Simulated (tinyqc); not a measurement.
What each parameter does: temperature and isotope dependence of a band gap in oscillator models.

E(T) = E0 - sum_i sl_i th_i n_i(T), n = 1/(exp(th/T) - 1). The same coupling lowers the gap at 0 K by the zero-point term ZP = sum_i sl_i th_i/2, so the gap of the static lattice is E0 + ZP. Thermal expansion is taken as part of the slopes.

Values chosen for the exercise (near those of InP; not measured data): E0 = 1.423 eV (gap at 0 K); th = (107, 324) K (temperatures of two oscillators); sl = (0.1648, 0.2472) meV/K (their high-temperature slopes); T = 300 K (temperature).

Gap at T, slope -sum sl_i (th_i/T)^2 n_i (1 + n_i) and ZP.

One parameter was then changed.

Results before and after:

| case | E(T) (eV) | dE/dT (meV/K) | ZP (meV) |
|---|---|---|---|
| base | 1.3407 | -0.3876 | 48.86 |
| changed | 1.3507 | -0.3876 | 48.86 |

Which of these changes was made? (a) th = (107, 388) K; (b) sl = (0.2142, 0.2472) meV/K; (c) T = 340 K; (d) E0 = 1.433 eV.

Answer: (d) E0 = 1.433 eV. Of the candidates, run in turn, only this one gives the changed row.

All candidates:

| case | E(T) (eV) | dE/dT (meV/K) | ZP (meV) |
|---|---|---|---|
| base | 1.3407 | -0.3876 | 48.86 |
| T = 340 K | 1.3251 | -0.3928 | 48.86 |
| E0 = 1.433 eV | 1.3507 | -0.3876 | 48.86 |
| th = (107, 388) K | 1.3456 | -0.3785 | 56.77 |
| sl = (0.2142, 0.2472) meV/K | 1.3283 | -0.4365 | 51.51 |

tinyqc: `OMP_NUM_THREADS=1 python tinyqc.py 1850636 1850637 out.jsonl`; about 0.01 s, one thread, shared Intel(R) Xeon(R) Processor @ 2.30GHz.
